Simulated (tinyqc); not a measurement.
# Inputs raised by 10 %, one at a time

Model: hot carriers by balance equations with a heated Maxwellian. Computed by tinyqc, a small Python program. Command: `OMP_NUM_THREADS=1 python tinyqc.py 3018014 3018015 out.jsonl hot sens`. One thread of a shared host (Intel(R) Xeon(R) Processor @ 2.30GHz), about 0.03 s of CPU time with the checks.

The carriers follow a Maxwellian at an electron temperature T_e, slightly displaced; the drift energy is neglected against k_B T_e. The balance averages the rate, not the time, so mu_0 lies below the relaxation-time value.

Inputs (values chosen for the exercise, modelled on electrons in diamond):
```
quantity,value,unit
effective mass m,0.485,m_0
density rho,3515,kg/m^3
sound velocity v_l,18000,m/s
acoustic deformation potential D_A,9.5,eV
phonon energy hbar w,141,meV
optical or intervalley deformation potential D_o,8.6,1e8 eV/cm
final valleys Z_f,5,-
lattice temperature T,200,K
electric field F,8.1,kV/cm
iteration cap,300,-
```

Band: parabolic. Solver: Newton.

Constants: k_B = 8.617333262e-05 eV/K; k_B = 1.380649e-23 J/K; e = 1.602176634e-19 C; hbar = 1.054571817e-34 J s; m_0 = 9.1093837015e-31 kg; hbar = 6.582119569e-16 eV s.

Method:
- Parabolic band: E = hbar^2 k^2/(2 m), speed v = hbar k/m, states per spin, volume and energy g(E) = m k/(2 pi^2 hbar^2). Masses are multiplied by m_0 and all formulas are in SI units.
- Phonon occupation N_q = 1/(exp(hbar w/(k_B T)) - 1).
- Acoustic deformation potential (elastic, equipartition, absorption and emission together): 1/tau = 2 pi k_B T D_A^2 g(E)/(hbar rho v_l^2).
- Optical or intervalley deformation potential: 1/tau = (pi Z_f D_o^2/(rho w)) [N_q g(E + hbar w) + (N_q + 1) g(E - hbar w)], with g = 0 below the band edge.
- Averages over the Maxwellian, <y> = int y x^(1/2) exp(-x) dx / int x^(1/2) exp(-x) dx with x = E/(k_B T_e), split at x_0 = hbar w/(k_B T_e): 64 Gauss-Legendre points in sqrt(x) below it and 128 in sqrt(x - x_0) above it, up to x = 32. Momentum balance: mu(T_e) = e/(m nu), nu = <x (sum of rates)>/<x>. Power lost per carrier: P(T_e) = hbar w <emission rate - absorption rate> + <(2 m v_l^2/(k_B T)) (E - 2 k_B T) acoustic rate>.
- Energy relaxation time at weak heating: tau_E = (3/2) k_B / (dP/dT_e), the derivative by a central difference of +/- 0.5 K at T_e = T.
- Newton: h(T_e) = P - e mu F^2, T_new = T_e - h/h', with h' by a central difference of +/- 0.5 K, limited to the range T to 3 T_e.
- Start at T_e = 1.5 T; stop when T_e moves by less than 1e-6 K or exceeds 1e6 K.
- v = mu(T_e) F; warm-carrier coefficient (mu/mu_0 - 1)/F^2.

Runs:
```
input moved,from,to,drift velocity (1e7 cm/s),electron temperature T_e (K),low-field mobility mu_0 (cm^2/(V s)),mobility mu(T_e) (cm^2/(V s))
base run,-,-,1.0931,534.80,7265.0,1349.5
effective mass m (m_0),0.485,0.5335,0.9970,497.35,5724.7,1230.9
sound velocity v_l (m/s),18000,19800,1.1278,540.09,8700.9,1392.3
acoustic deformation potential D_A (eV),9.5,10.45,1.0567,527.80,6055.8,1304.6
phonon energy hbar w (meV),141,155.1,1.1310,584.06,7467.7,1396.3
optical or intervalley deformation potential D_o (1e8 eV/cm),8.6,9.46,1.0784,503.62,7190.9,1331.4
lattice temperature T (K),200,220,1.0692,532.54,6082.4,1320.0
electric field F (kV/cm),8.1,8.91,1.1174,555.19,7265.0,1254.1
```

Exponents ln(y'/y) / ln(x'/x):
```
input,drift velocity,electron temperature T_e,low-field mobility mu_0,mobility mu(T_e)
effective mass m,-0.965,-0.762,-2.500,-0.965
sound velocity v_l,0.328,0.103,1.892,0.328
acoustic deformation potential D_A,-0.355,-0.138,-1.910,-0.355
phonon energy hbar w,0.358,0.924,0.289,0.358
optical or intervalley deformation potential D_o,-0.142,-0.630,-0.108,-0.142
lattice temperature T,-0.232,-0.044,-1.864,-0.232
electric field F,0.230,0.393,0.000,-0.770
```

Among the inputs moved here: drift velocity answers most in size to effective mass m (exponent -0.965), next to phonon energy hbar w (+0.358). Electron temperature T_e answers most in size to phonon energy hbar w (exponent +0.924), next to effective mass m (-0.762). Low-field mobility mu_0 answers most in size to effective mass m (exponent -2.500), next to acoustic deformation potential D_A (-1.910); its exponent is below 0.0005 for electric field F. Its exponent -2.500 in effective mass m: rates scale as m^(3/2) and mu = e tau/m. Mobility mu(T_e) answers most in size to effective mass m (exponent -0.965), next to electric field F (-0.770).

Caution (all rows): the drift energy m v^2/2 is not small against the heating (3/2) k_B (T_e - T), so T_e - T is rough.
